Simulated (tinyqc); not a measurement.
Deep level as a short-range spherical well: one step. The bound level. Three cases, with inputs chosen for the exercise.

Problem. Solve for Et; the share outside is [sin^2(kR)/(2 kappa)]/[sin^2(kR)/(2 kappa) + R/2 - sin(2kR)/(4k)].

A spherical well of radius R and depth V0 below the conduction edge, one mass m, c = hbar^2/2m0. The s level at binding Et solves k cot(k R) = -kappa with k = sqrt(m (V0 - Et)/c), kappa = sqrt(m Et/c); it exists for V0 > Vc = c (pi/2R)^2/m. Outside, psi falls as exp(-kappa r)/r.

Constants: hbar^2/2m0 = 3.80998211 eV angstrom^2.

Give: Et; k; kappa; share outside; Vc.

Case 1.

Values chosen (out of a larger set: near those of GaAs; not measured data): R = 3.9 angstrom (radius of the well); V0 = 12.69 eV (depth of the well); m = 0.063 m0 (mass).

Solution.

Et = 0.4302 eV
k = 0.4502 1/angstrom
kappa = 0.0843 1/angstrom
share outside = 0.727
Vc = 9.811 eV

The well is 1.29 times the critical depth. Since dEt/dV0 equals the share inside, 0.27, a 1 % change of V0 moves Et by 8.1 %. The decay length is 11.9 angstrom, 3.0 times R.

Case 2.

Values chosen (out of a larger set: near those of Ge; not measured data): R = 4.5 angstrom (radius of the well); V0 = 5.8 eV (depth of the well); m = 0.122 m0 (mass).

Solution.

Et = 0.4692 eV
k = 0.4132 1/angstrom
kappa = 0.1226 1/angstrom
share outside = 0.592
Vc = 3.805 eV

The well is 1.52 times the critical depth. Since dEt/dV0 equals the share inside, 0.41, a 1 % change of V0 moves Et by 5.0 %. The decay length is 8.2 angstrom, 1.8 times R.

Case 3.

Values chosen (out of a larger set: near those of InP; not measured data): R = 4.6 angstrom (radius of the well); V0 = 7.68 eV (depth of the well); m = 0.081 m0 (mass).

Solution.

Et = 0.4209 eV
k = 0.3928 1/angstrom
kappa = 0.0946 1/angstrom
share outside = 0.659
Vc = 5.485 eV

The well is 1.40 times the critical depth. Since dEt/dV0 equals the share inside, 0.34, a 1 % change of V0 moves Et by 6.2 %. The decay length is 10.6 angstrom, 2.3 times R.

Computed by tinyqc, one run a case: `OMP_NUM_THREADS=1 python tinyqc.py N N+1 out.jsonl` with N = 1250285, 1250335, 1250618; one thread of a shared Intel(R) Xeon(R) Processor @ 2.30GHz, about 0.01 s a run at most.
